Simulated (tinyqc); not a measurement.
Worked calculation: hydrogen passivation and dissociation of interface defects with a spread of activation energies. Computed by tinyqc, a small Python program that keeps every step. Command: `OMP_NUM_THREADS=1 python tinyqc.py 3012457 3012458 out.jsonl passivation walk`. One thread of a shared host (Intel(R) Xeon(R) Processor @ 2.30GHz), about 0.01 s of CPU time with the checks. Intermediate numbers are printed to about 6 digits and carried at full precision; extremes and crossings named in words are read from the listed rows.

Active defects P react as P + H2 -> HP + H and HP -> P + H; released atomic hydrogen is removed. All defects start active. Activation energies are normally distributed, independently for the two reactions.

Inputs (values chosen for the exercise, for a model interface):

| quantity | value | unit |
|---|---|---|
| defect density N_0 | 1.2e+12 | cm^-2 |
| mean passivation energy E_f | 1.43 | eV |
| spread s_f | 0.086 | eV |
| prefactor k_f0 | 6.1e-08 | cm^3/s |
| mean dissociation energy E_d | 2.75 | eV |
| spread s_d | 0.1 | eV |
| prefactor k_d0 | 4.1e+13 | 1/s |
| dissolved hydrogen [H2] | 8.7e+16 | cm^-3 |
| anneal temperature T | 800 | K |
| anneal time t | 300 | s |

Ambient: hydrogen.

Constants: k_B = 8.617333262e-05 eV/K.

## Sites at the mean energies

a = k_f0 [H2] exp(-E_f/k_B T), b = k_d0 exp(-E_d/k_B T); the active share of one kind of site is b/(a + b) + (a/(a + b)) exp(-(a + b) t).

passivation rate a = 5.20290 1/s

dissociation rate b = 1.94333e-04 1/s

active share, single energy = 3.73495e-05

steady active share, single energy = 3.73495e-05

## A five-point average

Gauss-Hermite nodes for a unit normal variable, z = 0, +/-1.355626, +/-2.856970 with weights 0.533333, 0.222076, 0.011257; E_f + s_f z is varied at the mean E_d.

Nodes:

| z | weight | energy (eV) | rate (1/s) | active share |
|---|---|---|---|---|
| -2.856970 | 0.011257 | 1.18430 | 1.83689e+02 | 1.05794e-06 |
| -1.355626 | 0.222076 | 1.31342 | 2.82287e+01 | 6.88418e-06 |
| 0.000000 | 0.533333 | 1.43000 | 5.20290e+00 | 3.73495e-05 |
| 1.355626 | 0.222076 | 1.54658 | 9.58958e-01 | 2.02609e-04 |
| 2.856970 | 0.011257 | 1.67570 | 1.47369e-01 | 1.31694e-03 |

active share, five points = 8.12798e-05

## Average over the spread

Full average: z from -5 to 5 in steps of 0.125 with normalised weights exp(-z^2/2), energy = mean + spread x z, over both energies.

active share = 2.31066e-04

active defects = 2.77280e+08 cm^-2

The spread changes the active share from 3.73e-5 to 2.31e-4: sites that passivate slowly or dissociate easily weigh most in the average.

## Isochronal anneals

The formulas are those given above.

Same time, other temperatures:

| T (K) | a (1/s) | b (1/s) | active share, single energy | active share, spread |
|---|---|---|---|---|
| 450 | 5.12335e-07 | 6.51838e-18 | 9.99846e-01 | 9.98309e-01 |
| 525 | 9.94153e-05 | 1.63661e-13 | 9.70616e-01 | 8.99262e-01 |
| 600 | 5.16866e-03 | 3.26438e-10 | 2.12121e-01 | 3.20926e-01 |
| 675 | 1.11683e-01 | 1.20325e-07 | 1.07738e-06 | 1.22236e-02 |
| 750 | 1.30518e+00 | 1.36018e-05 | 1.04213e-05 | 1.08204e-04 |
| 825 | 9.75514e+00 | 6.50913e-04 | 6.67207e-05 | 3.69204e-04 |
| 900 | 5.21437e+01 | 1.63479e-02 | 3.13418e-04 | 1.30480e-03 |
| 975 | 2.15365e+02 | 2.50049e-01 | 1.15970e-03 | 3.83451e-03 |
| 1050 | 7.26359e+02 | 2.59039e+00 | 3.55359e-03 | 9.66567e-03 |
| 1125 | 2.08320e+03 | 1.96483e+01 | 9.34368e-03 | 2.13763e-02 |

The active share is lowest, 1.08e-4, at 750 K of those listed: below, passivation is too slow for this time, and above, dissociation competes. A single energy would promise 1.08e-6 (at 675 K), so among these rows the spread raises the floor by a factor 100.

## Isothermal kinetics

Times are decades about 1/(a + b) of the mean site. The last column is the part of the change still to come; rows stop once it is below 1e-5.

Against time:

| t (s) | active share, single energy | active share, spread | unreacted part |
|---|---|---|---|
| 2.00e-04 | 9.98960e-01 | 9.97746e-01 | 9.97746e-01 |
| 2.00e-03 | 9.89648e-01 | 9.78412e-01 | 9.78407e-01 |
| 2.00e-02 | 9.01173e-01 | 8.36237e-01 | 8.36199e-01 |
| 2.00e-01 | 3.53260e-01 | 3.80547e-01 | 3.80404e-01 |
| 2.00e+00 | 6.75930e-05 | 3.91095e-02 | 3.88875e-02 |
| 2.00e+01 | 3.73495e-05 | 6.60507e-04 | 4.29585e-04 |

A single energy finishes within about two decades of time. With the spread the unreacted part is 0.98 at 0.002 s and still 0.039 at 2 s, where one energy leaves 3.0e-5: a width of s/k_B T = 1.25 in ln(rate) stretches the decay markedly.

Checks made by the program: the average on a grid twice as fine (relative difference 3e-05).
